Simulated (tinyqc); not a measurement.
Inside a calculation. Model: vibrations of a mass or spring defect in a linear chain. Computed by tinyqc, a small Python program that keeps every step. Command: `OMP_NUM_THREADS=1 python tinyqc.py 3004183 3004184 out.jsonl localmode walk`. One thread of a shared host (Intel(R) Xeon(R) Processor @ 2.30GHz), about 0.01 s of CPU time with the checks. Intermediate numbers are printed to about 6 digits and carried at full precision; extremes and crossings named in words are read from the listed rows.

A ring of N atoms with nearest-neighbour springs k and motion along the chain. Atom 1 is the defect, of mass M', and its two springs are k'. Odd sites are A (the defect replaces an A atom), even sites B.

Inputs (values chosen for the exercise, for a model chain):
```
quantity                         value           unit
spring constant k                 4.36  eV/angstrom^2
mass M_A                          18.1              u
mass M_B                          7.32              u
defect mass M'                    5.93              u
spring ratio k'/k at the defect      1              -
atoms in the ring N                 12              -
isotope mass step                    1              u
```

Host: diatomic.

Constants: nu for 1 eV/(angstrom^2 u) = 15.6333042 THz.

## Band edges of the host

Host bands: lambda from 0 to 2k/M(heavy) and from 2k/M(light) to 2k (1/M_A + 1/M_B). nu = 15.6333042 THz x sqrt(lambda), lambda in eV/(angstrom^2 u).

band edges (THz): 0.0000  10.8510  17.0629  20.2210

## Dynamical matrix of the ring

D_ii = (sum of the two springs at i)/M_i, D_ij = -k_ij/sqrt(M_i M_j) for neighbours, closed into a ring.

D (eV/(angstrom^2 u)), lower triangle (symmetric):
```
           1         2         3         4         5         6         7         8
1    1.47049
2   -0.66176   1.19126
3    0.00000  -0.37878   0.48177
4    0.00000   0.00000  -0.37878   1.19126
5    0.00000   0.00000   0.00000  -0.37878   0.48177
6    0.00000   0.00000   0.00000   0.00000  -0.37878   1.19126
7    0.00000   0.00000   0.00000   0.00000   0.00000  -0.37878   0.48177
8    0.00000   0.00000   0.00000   0.00000   0.00000   0.00000  -0.37878   1.19126
9    0.00000   0.00000   0.00000   0.00000   0.00000   0.00000   0.00000  -0.37878
10   0.00000   0.00000   0.00000   0.00000   0.00000   0.00000   0.00000   0.00000
11   0.00000   0.00000   0.00000   0.00000   0.00000   0.00000   0.00000   0.00000
12  -0.66176   0.00000   0.00000   0.00000   0.00000   0.00000   0.00000   0.00000

           9        10        11       12
9    0.48177
10  -0.37878   1.19126
11   0.00000  -0.37878   0.48177
12   0.00000   0.00000  -0.37878  1.19126
```

## Frequencies of the ring

Diagonalise D and leave out the zero eigenvalue of the uniform shift.

nonzero frequencies (THz): 4.7075  5.1248  8.8096  9.6278  12.5346  17.0629  18.2010  18.5428  19.6654  20.0142  23.7818

2 mode(s) lie outside the host bands, at 12.535, 23.782 THz.

## The highest mode of a long ring

The same matrix for 120 atoms; amplitudes are the mass-weighted eigenvector, in size, relative to the defect, for the highest mode; its weight is the squared component of the normalised eigenvector on the defect.

highest frequency, long ring = 23.7818 THz

weight of the highest mode on the defect = 0.537938

amplitudes on atoms 1 to 8: 1.00000  0.63742  0.14252  0.05200  0.01163  0.00424  0.00095  0.00035

ratio to the top of the host band = 1.17610

A local mode: it lies 17.6 % above the host band and its amplitude falls by a factor 12.26 every two atoms beyond the first neighbour.

## Convergence with the size of the ring

The formulas are those given above.

Highest mode:
```
N    frequency (THz)  weight on the defect  modes outside the bands
4            23.9441              0.513603                        2
6            23.7959              0.533177                        2
8            23.7830              0.537336                        2
12           23.7818              0.537931                        2
20           23.7818              0.537938                        2
40           23.7818              0.537938                        2
80           23.7818              0.537938                        2
120          23.7818              0.537938                        2
```

The local mode is within 0.01 % of its final value from N = 8 on, and its weight on the defect settles at 0.538: a bound mode needs only a cell larger than its decay length. In the 120-atom ring the modes outside the host bands lie at 12.4644, 23.7818 THz; one close to a band edge can be missing in a short ring.

## Isotope shift of the local mode

Raise M' by the isotope step in the 120-atom ring. First order, good only for a step much smaller than M': Delta nu/nu = -(1/2) (weight on the defect) Delta M'/M'; a defect vibrating against fixed neighbours would give sqrt(M'/(M' + step)) - 1.

shift, exact = -3.86250 %

shift, first order = -4.53573 %

shift, fixed neighbours = -7.49595 %

The shift is 52 % of the fixed-neighbour value; all other atoms together carry 46 % of the kinetic energy of the mode.

Checks made by the program: sum of eigenvalues against the trace of D (relative difference below 1e-10).
